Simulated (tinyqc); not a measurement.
Inside a calculation. Model: n-type polysilicon, carrier trapping at grain boundaries.

Program tinyqc, `OMP_NUM_THREADS=1 python tinyqc.py 2830133 2830134 out.jsonl`; Intel Xeon 2.30GHz, shared host, one thread, about 0.01 s. Printed values are rounded.

One-dimensional grains of size Lg, uniform ionised doping N, monovalent traps Qt at each boundary at a depth Et below (for electrons) or above (for holes) the band edge there, abrupt depletion of width W on each side of a boundary, Boltzmann statistics. xi is the distance from the band edge at the grain centre to the Fermi level. Trapped charge Qt/(1 + exp((xi + VB - Et)/Vt)) = 2 N W, barrier VB = q N W^2/(2 eps0 eps_r).

Values chosen for this exercise; values of the order met in polycrystalline silicon: temperature T = 400 K; relative permittivity eps_r = 11.7; conduction-band density of states at T NB = 4.31e19 cm^-3; grain size Lg = 41 nm; trap density of a grain boundary Qt = 3.4e12 cm^-2; depth of the trap level from the majority band edge at the boundary Et = 0.33 eV; mass for thermionic emission ms = 0.34 m0; correction factor of the emission rate fe = 0.5; mobility inside the grains mug = 43 cm^2/(V s); doping N = 1.5e18 cm^-3.

Constants: q = 1.602176634e-19 C, kB = 1.380649e-23 J/K, m0 = 9.1093837015e-31 kg, Vt = kB T/q, eps0 = 8.8541878128e-14 F/cm where lengths are in cm. Results are converted to the units shown.

## Starting value

W = 9.1 nm.

W at the start = 9.1 nm

## Iteration 1: new W

Partly depleted grain, xi = Vt ln(NB/N): f = 1/(1 + exp((xi + VB - Et)/Vt)), g = Qt f - 2 N W, g' = -2 Qt f (1 - f) VB/(W Vt) - 2 N, W(new) = W - g/g'.

VB = 0.09605497 V
f = 0.9685984
g = 5.632345e11 cm^-2
g' = -3.633360e11 cm^-2/nm
W after iteration 1 = 10.65018 nm

## Iteration 2: new W

As before.

VB = 0.1315681 V
f = 0.9167288
g = -7.817477e10 cm^-2
g' = -4.860397e11 cm^-2/nm
W after iteration 2 = 10.48934 nm

## Iteration 3: new W

As before.

VB = 0.1276242 V
f = 0.9250569
g = -1.606961e9 cm^-2
g' = -4.664029e11 cm^-2/nm
W after iteration 3 = 10.48589 nm

## Course of the iteration

Stop when the step is below 1e-10 nm, or after 40 iterations.

Course of the iteration:
```
iteration  W before the step (nm)  step (nm)
1                             9.1       1.55
2                        10.65018     -0.161
3                        10.48934   -3.45e-3
4                        10.48589   -1.47e-6
5                        10.48589  -2.70e-13
```

Converged in 5 iterations.

## Depletion width, Fermi level and barrier

If the trap equation with xi = Vt ln(NB/N) has a root W < Lg/2, the grain is partly depleted; otherwise W = Lg/2 and the trap equation gives xi = Et - VB + Vt ln(Qt/(N Lg) - 1). N* = Qt/Lg.

N* = 8.292683e17 cm^-3
W = 10.48589 nm
xi = 0.1157500 V
VB = 0.1275403 V
share of traps filled = 0.9252254

N is 1.81 N*, and the grain is partly depleted; VB = 3.70 Vt.

## Resistivity and effective mobility

n0 = NB exp(-xi/Vt); mean density n0 (1 - 2 W/Lg) by charge balance in a partly depleted grain, and n0 (sqrt(pi)/2) erf(u)/u with u = sqrt(VB/Vt) in a fully depleted one; v = sqrt(kB T/(2 pi ms m0)); barrier resistivity Vt exp(VB/Vt)/(q fe n0 v Lg); grain resistivity (1 - 2 W/Lg)/(q n0 mug); effective mobility 1/(q mean density total resistivity).

n0 = 1.5e18 cm^-3
mean density = 7.327399e17 cm^-3
v = 5.327185e6 cm/s
barrier resistivity = 0.5312720 ohm cm
grain resistivity = 0.04727031 ohm cm
resistivity = 0.5785424 ohm cm
effective mobility = 14.72328 cm^2/(V s)

The resistivity is 5.98 times that of a single crystal with the same N and mobility mug, and the mean density is 48.8 % of N.
